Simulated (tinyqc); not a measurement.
Off-state leakage of single and stacked transistors: subthreshold current against the height of the stack.

n-channel devices of unit width. Subthreshold current I(Vg, Vs, Vd) = I0 (T/300 K)^0.5 exp[(Vg - Vs - VT(T) - gb (Vs - Vb) + dd (Vd - Vs))/(nf Vt)] (1 - exp(-(Vd - Vs)/Vt)), VT(T) = VT - cT (T - 300 K). Gate-edge tunnelling Ig (Vd/1 V) exp(ag (Vd - 1 V)), for a gate at 0 V, and band-to-band leakage Ab u exp(-Bb/u), u = Vd - Vb + 1 V, flow at a drain held at V; both are taken as independent of T. In a stack of off transistors (all gates at 0 V) the same subthreshold current passes through each.

All n gates at 0 V, bottom source at 0 V, top drain at V; node voltages follow from equal currents.

Inputs (values chosen for the exercise); values of the order met in bulk silicon logic transistors:
```
symbol  value   unit                                             meaning
T         300      K                                         temperature
V         0.7      V                                      supply voltage
VT        0.4      V        threshold at 300 K, zero drain and body bias
cT        0.8   mV/K              fall of the threshold with temperature
I0        0.6  uA/um                       current at threshold at 300 K
nf       1.44                                               slope factor
dd       0.12                            drain-induced lowering per volt
gb       0.24         rise of the threshold per volt of source-body bias
Vb          0      V                                        body voltage
```

Constants: q = 1.602176634e-19 C, kB = 1.380649e-23 J/K, Vt = kB T/q. Results are converted to the units shown.

Result of one run:
```
I (nA/um),reduction factor,drain voltage of the bottom device (mV),source voltage of the top device (mV),voltage across the top device (V)
0.002968,41.61,6.579,102.1,0.5979
```

Which number of transistors in series n gave this result: 1, 4, 5 or 6?

n = 6.

The whole series:
```
n,I (nA/um),reduction factor,drain voltage of the bottom device (mV),source voltage of the top device (mV),voltage across the top device (V)
1,0.1235,1.000,700.0,0,0.7000
2,0.01409,8.765,59.42,59.42,0.6406
3,0.007286,16.95,19.47,77.47,0.6225
4,0.004908,25.16,11.76,88.29,0.6117
5,0.003699,33.38,8.434,96.02,0.6040
6,0.002968,41.61,6.579,102.1,0.5979
```

The second transistor cuts the current by a factor of 8.76, the third by a further 1.93 and the sixth by 1.25. The top device keeps 85.4 % of the supply at n = 6, while the drain voltage of the bottom one falls to 0.255 Vt.

tinyqc, about 0.03 s, one thread, Intel Xeon 2.30GHz (shared host): `OMP_NUM_THREADS=1 python tinyqc.py 2242144 2242145 out.jsonl`
